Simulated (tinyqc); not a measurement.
Comparisons within one model: band offset from the macroscopic average of a supercell potential. A value that a table varies takes the place of the one given here.

A model of the planar-averaged electrostatic energy of an electron in a periodic cell of N1 periods of A (L1 = N1 n1 h) and N2 periods of B (L2 = N2 n2 h), on z_j = j h: V(z) = f VA + (1 - f) VB + F t(z), VA = V1[0] + V1[1] cos(2 pi z/(n1 h)) + V1[2] cos(4 pi z/(n1 h)), VB the same with V2, n2 and z - L1. f = [tanh(z/w) - tanh((z - L1)/w) + tanh((z - L1 - L2)/w)]/2 + 1/2; t(z) = z - L1/2 in A and (L1/L2)(L1 + L2/2 - z) beyond, so that the cell is periodic.

Running mean over n points, periodic: for odd n the plain mean of the n points centred on j; for even n the n + 1 points with half weight at both ends. The macroscopic average applies the mean over n1 points and then over n2 points.

dEv = Ev(A) - Ev(B) = Ev1 - (dV + Ev2); dEc = Ec(B) - Ec(A) = Eg2 - Eg1 - dEv. The correction of a gap, c = Eg[1] - Eg[0], lowers the valence top by fv c and leaves dV, a ground-state quantity, as it is. Type I: dEv and dEc of one sign; II: opposite signs; III: no overlap of the gaps.

Inputs chosen for the exercise (gaps near those of InAs and GaSb; the results hold for these values, not for the real material):
- h = 0.3 angstrom (grid step)
- n1 = 5 (grid points per period of A)
- n2 = 5 (grid points per period of B)
- V1 = (-6.35, 4.25, 0.5) eV (mean and two harmonics of the potential in A)
- V2 = (-9.78, 3.33, -0.16) eV (the same in B)
- w = 0.32 angstrom (width of the interfaces)
- N1 = 4 (periods of A)
- N2 = 5 (periods of B)
- F = 0 eV/angstrom (slope in A from opposite charges on the two interfaces)
- Ev1 = 5.07 eV (valence top of bulk A above its mean potential)
- Eg1 = (0.05, 0.42) eV (gap of A: semi-local value, corrected value)
- Ev2 = 9.06 eV (valence top of bulk B above its mean potential)
- Eg2 = (0.1, 0.79) eV (gap of B: semi-local value, corrected value)

## How thick the regions must be

N1 = N2 = N, no slope (F = 0); dV is read at j = floor(N n1/2) and N n1 + floor(N n2/2). The exact value is V2[0] - V1[0].

Results:
```
N,L1 (angstrom),dV (eV),error (meV)
1,1.50,-1.2485,2181.48
2,3.00,-3.3346,95.39
3,4.50,-3.4285,1.45
4,6.00,-3.4300,0.01
5,7.50,-3.4300,0.00
6,9.00,-3.4300,0.00
```

The error is below 10 meV from N = 3 on. The two windows together span 3.00 angstrom and must fit between the interface tails, which fall as exp(-2 z/w); the errors at N = 2, 3 and 4 are 95.39, 1.45 and 0.01 meV.

## The choice of windows

dV read at j = 10 and 32 after means over the numbers of points listed; ripple is the spread over the five points around each.

Results:
```
windows,dV (eV),ripple in A (meV),ripple in B (meV)
none,-10.923,8034,5913
5 only,-3.430,0,0
6 only,-2.522,1019,818
"6, 6",-3.558,142,109
"5, 5",-3.430,0,0
```

Which rows can be used, and how does a wrong window show?

The last row matches both periods and lies 0 meV from the value of a thick cell, V2[0] - V1[0] = -3.430 eV. Against it the raw potential errs by -7.49 eV. Within 20 meV of it lie: 5 only. A window one point too long leaves a ripple of 1019 meV in A, against 0 meV in the last row: the ripple is the sign to look for. Rows to use, with under 30 meV of ripple in both regions once the tilt is taken off: 5 only and 5, 5. A row with a large ripple can hit the right value only by chance.

## Where the gap correction goes

dV = B - A = -3.4300 eV

fv1 and fv2 are varied.

Offsets (eV):
```
fv1,fv2,dEv,dEc
0.0,0.0,-0.560,0.930
0.5,0.5,-0.400,0.770
1.0,1.0,-0.240,0.610
0.0,1.0,0.130,0.240
1.0,0.0,-0.930,1.300
0.3,0.7,-0.188,0.558
```

dEv + dEc = 0.370 eV in every row, but dEv alone spans 1.06 eV, the sum of the two corrections. A scissor on the conduction bands alone (first row) keeps the semi-local dEv; with equal shares fv the shift is fv times the difference of the corrections, +0.32 eV, against their sum of 1.06 eV: with like shares the error cancels only in part.

Computed by tinyqc, a small Python program: `OMP_NUM_THREADS=1 python tinyqc.py 1880569 1880570 out.jsonl` (the numbers bound the seed that draws the inputs); one thread of a shared host (Intel(R) Xeon(R) Processor @ 2.30GHz), about 0.01 s for the whole set of steps.
